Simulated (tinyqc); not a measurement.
Raising U: Hubbard chain of 4 sites, mean field against exact. Computed by the program tinyqc. Collinear unrestricted mean field (the lowest of 40 random starts) against exact diagonalisation.

one-body matrix (hopping and site energies) (eV):
```
         1        2        3        4
1   0.0000  -1.2300   0.0000   0.0000
2  -1.2300   0.0000  -1.2300   0.0000
3   0.0000  -1.2300   0.0000  -1.2300
4   0.0000   0.0000  -1.2300   0.0000
```

electrons, up and down: 2  1

Exact and mean-field results (eV):
```
U          U/t   E exact  E mean field  mean |n_up - n_down|  double occupancy, exact  first gap in the sector
0.610    0.496  -4.45259      -4.43829                 0.250                    0.111                    1.212
1.230    1.000  -4.19418      -4.13729                 0.250                    0.097                    1.164
2.460    2.000  -3.77553      -3.56803                 0.250                    0.074                    1.028
4.920    4.000  -3.22646      -2.69533                 0.498                    0.041                    0.769
7.380    6.000  -2.91085      -2.23778                 0.626                    0.025                    0.590
9.840    8.000  -2.71592      -2.06282                 0.728                    0.016                    0.471
14.760  12.000  -2.49491      -1.95309                 0.741                    0.008                    0.332
24.600  20.000  -2.30105      -1.86727                 0.747                 3.05e-03                    0.206
```

Estimate the missing row, U = 3.69.

Computed row:
```
U        U/t   E exact  E mean field  mean |n_up - n_down|  double occupancy, exact  first gap in the sector
3.690  3.000  -3.46157      -3.07228                 0.377                    0.055                    0.890
```

In absolute terms mean field is worst at U/t = 6.0, 0.673 eV too high: at small U it is nearly exact, and at large U it still misses the motion of the hole through a fluctuating spin background. Relative to the exact energy its error is 0.3 % at the smallest U, 24 % at most and 19 % at the largest. The double occupancy falls from 0.111 to 0.003.
